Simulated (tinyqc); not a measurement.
Gated two-dimensional channel with two bands, quantum capacitance: one step of the calculation.

phi is the Fermi level above the lowest band edge, in volts; Vg is counted from the gate voltage at which an empty channel would have phi = 0. The channel has no thickness; trap charge is -q Dit phi.

Problem. Charge and capacitances at the solution. D1 = gv md m0 q/(pi hbar^2), D2 = g2 m2 m0 q/(pi hbar^2) per eV; n1 = D1 Vt ln(1 + exp(phi/Vt)), n2 = D2 Vt ln(1 + exp((phi - E2)/Vt)), n = n1 + n2; Cq = q dn/dphi = q [D1/(1 + exp(-phi/Vt)) + D2/(1 + exp((E2 - phi)/Vt))]. 1/C_G = 1/Cox + 1/(Cq + q Dit); dphi/dVg = Cox/(Cox + Cq + q Dit).

Values chosen for this exercise; lowest band close to that of a thin silicon body:
- T = 300 K (temperature)
- md = 0.197 m0 (in-plane mass)
- gv = 2 (valley degeneracy)
- m2 = 0.39 m0 (in-plane mass of a second band, chosen freely)
- g2 = 2 (valley degeneracy of that band, chosen freely)
- E2 = 0.33 eV (second band edge above the first)
- Dit = 9.1e11 cm^-2 eV^-1 (density of traps)

Constants: q = 1.602176634e-19 C, kB = 1.380649e-23 J/K, hbar = 1.054571817e-34 J s, m0 = 9.1093837015e-31 kg, Vt = kB T/q. Results are converted to the units shown.

converged phi = -0.039014771 V
Cox = 0.24665237 uF/cm^2

Find: n; Cq; C_G; dphi/dVg.

Solution.

n = 8.499e11 cm^-2
Cq = 4.775 uF/cm^2
C_G = 0.2349 uF/cm^2
dphi/dVg = 0.04774

C_G is 95.2 % of Cox.

Computed by the program tinyqc: `OMP_NUM_THREADS=1 python tinyqc.py 2200102 2200103 out.jsonl`, one thread of a shared Intel Xeon 2.30GHz, about 0.01 s for the whole run.
